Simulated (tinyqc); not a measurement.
Grain growth, pinning, strength and diffusional creep of a polycrystal or thin film: one step, computed by the program tinyqc.

One mean grain size d describes the structure.

Question. Grain size after the anneal. dd/dt = 2 M gamma (1/d - 1/d_lim) integrates to 2 M gamma t = d_lim (d0 - d) + d_lim^2 ln[(d_lim - d0)/(d_lim - d)]; without pinning d^2 = d0^2 + 4 M gamma t.

Inputs (values chosen for the exercise, modelled on copper):

| quantity | value | unit |
|---|---|---|
| boundary energy gamma | 0.67 | J/m^2 |
| anneal temperature T | 529 | K |
| anneal time t | 27 | s |
| initial grain size d0 | 170 | nm |

mobility M = 8.615557e-15 m^4/(J s)

limit d_lim = 708.5965 nm

Give: size without pinning; grain size d.

Answer.

size without pinning = 807.66 nm

grain size d = 535.84 nm

Pinning holds d to 66 % of the free value.
